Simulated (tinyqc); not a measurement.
# Gain factor and gap resistance from two string resistances

Problem. At small bit-line voltage each of the 96 cells has the resistance 1/(K x) at overdrive x (no mobility reduction) in series with a gap resistance Rg. Find K, Rg and the share of the gaps at the higher overdrive.

resistance of a string of 96 equal cells at overdrives of 3.6 and 8.3 V (kohm): 3107.2821  1945.7127

Solution. The resistance per cell is a straight line in 1/x with slope 1/K and intercept Rg.

K = 13.00 uA/V^2
Rg = 11.00 kohm
share of the gaps = 54.27 %

Numbers from tinyqc (`OMP_NUM_THREADS=1 python tinyqc.py 2142126 2142127 out.jsonl`; about 0.6 s on one thread of a shared Intel Xeon 2.30GHz).
